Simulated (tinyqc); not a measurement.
Ways to reach the isolated limit: finite-size error of a charged defect in a periodic cell: Madelung and Makov-Payne terms. Computed by tinyqc, a small Python program. Command: `OMP_NUM_THREADS=1 python tinyqc.py 3015967 3015968 out.jsonl imagecharge walk`. One thread of a shared host (Intel(R) Xeon(R) Processor @ 2.30GHz), about 0.03 s of CPU time with the checks.

L is the cube root of the cell volume. The defect charge is a Gaussian, rho(r) = q (2 pi sigma^2)^(-3/2) exp(-r^2/2 sigma^2), repeated periodically in a uniform neutralising background and screened by a continuum. The model cell energy is E(L) = E_0 + [periodic - isolated electrostatic energy].

Inputs (values chosen for the exercise, for a model host): charge q = 3 e; cell length L = 11.7 angstrom; dielectric constant eps = 13.2; width sigma of the defect charge = 1.6 angstrom; formation energy of the isolated defect E_0 = 5.988 eV.

Supercell lattice: bcc. Screening: isotropic.

scatter added to the six cells, standing for numerical noise (meV): [-7.4, -10, -6.1, -1.9, 17, -2.7]

Constants: e^2/(4 pi eps_0) = 14.39964548 eV angstrom.

Method:
- Cell vectors: (-1,1,1), (1,-1,1), (1,1,-1), scaled to volume L^3.
- Ewald sum for a unit point charge: scale each Cartesian component of the cell by 1/sqrt(eps_i), giving R', G' and V'; E = [ (1/2) sum erfc(eta R')/R' + (2 pi/V') sum exp(-G'^2/4 eta^2)/G'^2 - eta/sqrt(pi) - pi/(2 V' eta^2) ] e^2/(4 pi eps_0) / sqrt(eps_x eps_y eps_z), over n_i = -6..6, omitting n = (0,0,0), eta = 2/V'^(1/3). alpha = -2 E eps_g L/(e^2/(4 pi eps_0)), eps_g = (eps_x eps_y eps_z)^(1/3).
- Periodic energy of the Gaussian: (2 pi q^2/V) sum_(G != 0) exp(-sigma^2 G^2)/(G.eps.G) x e^2/(4 pi eps_0), n_i = -k..k with k = max(9, L/sigma rounded up). Isolated energy: q^2/(2 sqrt(pi) sigma) <1/(n.eps.n)> e^2/(4 pi eps_0), the mean over directions n, here 1/eps.
- Cells of the same shape with L scaled by 0.7, 0.85, 1, 1.25, 1.5 and 2; the scatter is added to E(L).
- The point-charge correction scales as 1/L from its value at the input L.
- Least-squares fits of E(L) to a + b/L, a + c/L^3 or a + b/L + c/L^3; the estimate is a, and errors are against E_0.

Scaling data:
```
L (angstrom)  1/L (1/angstrom)  E(L) (eV)  E(L) + point-charge correction (eV)
8.190                 0.122100    4.53641                              6.26771
9.945                 0.100553    4.71277                              6.13855
11.700                0.085470    4.86859                              6.08050
14.625                0.068376    5.06705                              6.03658
17.550                0.056980    5.22627                              6.03422
23.400                0.042735    5.39167                              5.99763
```

point-charge correction -q^2 E = 1.21191 eV

nearest image = 12.7661 angstrom

Estimates of E_0:
```
way                              estimate (eV)  error (meV)
largest cell, uncorrected               5.3917      -596.33
largest cell, point-charge term         5.9976         9.63
1/L fit, three smallest                 5.6311      -356.88
1/L fit, all six                        5.8367      -151.32
1/L^3 fit, all six                      5.2773      -710.69
1/L and 1/L^3, three smallest           6.0555        67.49
1/L and 1/L^3, all six                  6.0030        14.95
corrected data, 1/L^3 fit               5.9917         3.74
```

coefficient b of the full fit = -14.402 eV angstrom

What does the comparison show, and why?

Best here: corrected data, 1/L^3 fit (+3.7 meV); worst: 1/L^3 fit, all six (-711 meV). The fitted b is 101.6 % of the Madelung value -q^2 alpha e^2/(8 pi eps_0 eps_g), so such a fit also measures the screening. A pure 1/L fit lands below E_0, because the positive 1/L^3 term flattens the small-cell points.

Extremes, crossings and ranges named in words are read from the listed rows.
